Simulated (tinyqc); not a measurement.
Resistance of a source-drain extension with a graded tip: one step of the calculation.

y runs along the channel, the gate covers y > 0. The doping is N0 for y < y0 and N0 10^(-(y - y0)/la) beyond, uniform over the depth xj. Sheet conductance s(y) = q mu(N) max(N - Nch, 0) xj + (for y > 0) ma Cox Vo, with mu(N) = u0 + (u1 - u0)/(1 + (N/Nr)^au) and Cox = eps0 eox/tox. Current is taken as one-dimensional; depletion of the tip, spreading and the contact are left out. The metallurgical junction lies at yj, where N = Nch.

Task. Resistance of the overlapped part. Midpoint rule on 12 equal steps from 0 to yj: R_ov = sum h/s(y), per width.

Values chosen for this exercise; mobility law close to that of electrons in silicon: relative permittivity of the gate insulator (close to aluminium oxide) eox = 9.1; insulator thickness tox = 2.8 nm; active doping of the extension far from the gate N0 = 1e20 cm^-3; lateral abruptness la = 5.5 nm/decade; position under the gate where the fall begins (gate edge at 0) y0 = 1.4 nm; depth of the extension xj = 17 nm; channel doping Nch = 5.3e17 cm^-3; gate overdrive Vo = 0.84 V; mobility of the gate-induced layer ma = 110 cm^2/(V s); mobility at low doping u1 = 1414 cm^2/(V s); mobility at high doping u0 = 68.5 cm^2/(V s); reference doping Nr = 9.2e16 cm^-3; exponent au = 0.711.

Constants: q = 1.602176634e-19 C, eps0 = 8.8541878128e-14 F/cm where lengths are in cm. Results are converted to the units shown.

Give: y; N; doped conductance; sheet resistance; R_ov.

Result.

```
point   y (nm)  N (cm^-3)  doped conductance (uS)  sheet resistance (ohm/square)
0      0.57985  1.0000e20                  2107.0                         421.42
1       1.7396  8.6748e19                  1849.3                         472.77
2       2.8993  5.3383e19                  1193.8                         685.06
3       4.0590  3.2851e19                  781.64                         954.62
4       5.2187  2.0216e19                  519.98                         1272.5
5       6.3784  1.2441e19                  351.56                         1619.6
6       7.5381  7.6557e18                  240.91                         1973.2
7       8.6978  4.7112e18                  165.98                         2315.5
8       9.8575  2.8992e18                  112.97                         2639.5
9       11.017  1.7841e18                  73.180                         2949.2
10      12.177  1.0979e18                  41.071                         3257.7
11      13.337  6.7562e17                  13.125                         3584.0
```

R_ov = 25.682 ohm um

Computed by the program tinyqc: `OMP_NUM_THREADS=1 python tinyqc.py 2282174 2282175 out.jsonl`, one thread of a shared Intel Xeon 2.30GHz, about 0.03 s for the whole run.
